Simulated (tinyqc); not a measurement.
Inside a calculation. Model: quasi-harmonic thermal expansion with mode Grueneisen parameters. Computed by tinyqc, a small Python program that keeps every step. Command: `OMP_NUM_THREADS=1 python tinyqc.py 3019907 3019908 out.jsonl qha walk`. One thread of a shared host (Intel(R) Xeon(R) Processor @ 2.30GHz), about 0.03 s of CPU time with the checks. Intermediate numbers are printed to about 5 digits and carried at full precision; extremes and crossings named in words are read from the listed rows.

A crystal with two atoms a cell; per atom there are 1 transverse acoustic (TA), 1/2 longitudinal acoustic (LA) and 3/2 optical (O) modes. Every frequency of group i scales as nu_i (V/V0)^(-gamma_i). Each group has one frequency. Static energy: E = (9 V0 B0/16) [y^3 B' + y^2 (2 - 4 y)], y = (V0/V)^(2/3) - 1, with pressure P_s = (3 B0/2) (z^7 - z^5) [1 + (3/4)(B' - 4)(z^2 - 1)], z = (V0/V)^(1/3).

Inputs (values chosen for the exercise, modelled on gallium arsenide):
```
quantity,value,unit
static volume V0,22.6,angstrom^3/atom
static bulk modulus B0,74.7,GPa
static B',4.55,-
frequency nu_TA,2.46,THz
frequency nu_LA,5.64,THz
frequency nu_O,7.79,THz
Grueneisen parameter gamma_TA,-0.77,-
Grueneisen parameter gamma_LA,1.1,-
Grueneisen parameter gamma_O,1.2,-
temperature T,30,K
step factor f,0.8,-
```

Acoustic groups: Einstein.

Constants: h x 1 THz = 4.135667696 meV; k_B = 8.617333262e-05 eV/K; 1 eV/angstrom^3 = 160.2176634 GPa.

## Mode groups at the static volume

For a mode with x = h nu/(k_B T), n = 1/(exp(x) - 1): U = h nu (n + 1/2), C/k_B = x^2 n (n + 1); U_i and C_i sum these over group i with its weight per atom. Phonon pressure P_ph = sum_i gamma_i U_i/V.

Groups:
```
group,h nu_i/(k_B T),U_i (meV),C_i (k_B),gamma_i C_i (k_B)
TA,3.9354,5.2896,0.31477,-0.24238
LA,9.0226,5.8327,0.0049123,0.0054035
O,12.462,24.163,9.0174e-04,0.0010821
```

phonon pressure at V0 = 0.22217 GPa

## Grueneisen's estimate

gamma_th = sum gamma_i C_i / sum C_i; volume expansion coefficient alpha_V = gamma_th C k_B/(B0 V0); linear coefficient alpha_V/3; first-order volume change P_ph/B0.

heat capacity C at V0 = 0.32059 k_B/atom

gamma_th at V0 = -0.73581

linear expansion, Grueneisen estimate = -0.64305 ppm/K

first-order volume change = 0.29741 %

The negative gamma_TA outweighs the other groups at this T, so the crystal shrinks on heating.

## Equilibrium volume by iteration

Start at V0 and step V(new) = V [1 + f (P_s + P_ph)/B0]; stop when |P_s + P_ph| < 1e-8 GPa, after 60 steps, or when V leaves 0.7 to 1.3 V0.

Iterations:
```
step,V (angstrom^3),P_s + P_ph (GPa)
0,22.600,2.2217e-01
1,22.654,4.4327e-02
2,22.665,9.0399e-03
3,22.667,1.8515e-03
4,22.667,3.7957e-04
5,22.667,7.7825e-05
6,22.667,1.5957e-05
7,22.667,3.2720e-06
8,22.667,6.7091e-07
9,22.667,1.3757e-07
10,22.667,2.8207e-08
11,22.667,5.7838e-09
```

converged (1 yes, 0 no) = 1

volume V(T) = 22.667 angstrom^3/atom

Converged at step 11; the volume lies +0.298 % from V0.

## Properties at the equilibrium volume

B_T = -V d(P_s + P_ph)/dV at fixed T (central difference, step 1e-4 V); alpha_V = sum gamma_i C_i k_B/(B_T V), all at V(T); the linear coefficient is alpha_L = alpha_V/3. C_P - C_V = alpha_V^2 B_T V T; the optical frequency is nu_O (V/V0)^(-gamma_O).

volume change from V0 = 0.29773 %

isothermal bulk modulus B_T = 74.229 GPa

linear expansion coefficient = -0.64158 ppm/K

C_V = 0.31923 k_B/atom

C_P - C_V = 1.3544e-05 k_B/atom

optical frequency at V(T) = 7.7623 THz

B_T lies -0.63 % from the static B0, and the Grueneisen estimate at V0 differs from this expansion coefficient by +0.2 %.

## Zero-point expansion

At T = 0, U_i is the zero-point energy (h nu/2 a mode); solve P_s + P_ph = 0.

volume at T = 0 = 22.668 angstrom^3/atom

zero-point volume change = 0.29919 %

## Expansion against temperature

V(T) solves P_s + P_ph = 0. The Grueneisen estimate uses C_i, V0 and B0 at the static volume; gamma_th = sum gamma_i C_i / sum C_i is taken at V(T).

Quasi-harmonic results:
```
T (K),V/V0 - 1 (%),B_T (GPa),alpha_L (ppm/K),"alpha_L, Grueneisen estimate",gamma_th
20,0.2990,74.228,-0.1993,-0.2005,-0.76743
40,0.2953,74.232,-0.9451,-0.9473,-0.63525
70,0.2876,74.231,-0.4874,-0.4985,-0.15280
100,0.2885,74.195,0.7004,0.6825,0.15059
150,0.3112,74.081,2.1778,2.1534,0.35267
220,0.3692,73.878,3.1860,3.1531,0.44514
300,0.4529,73.624,3.6914,3.6477,0.48283
450,0.6299,73.129,4.0671,4.0020,0.50726
700,0.9468,72.288,4.2806,4.1786,0.51872
1000,1.3420,71.274,4.3910,4.2437,0.52281
```

alpha_L is negative up to 70 K among these rows and changes sign before 100 K, once the LA and optical groups take up heat. gamma_th moves from -0.77, near gamma_TA = -0.77, to 0.52, near the average over all modes, 0.53, as the stiffer groups take up their share of C. B_T changes by -4.0 % over the table, and at the highest T the estimate at fixed V0 and B0 is off by -3.4 %.

Checks made by the program: zero of the pressure against the minimum of F(V) = E + F_ph (relative difference 2e-09); alpha against the slope of V(T) (relative difference 1e-06).
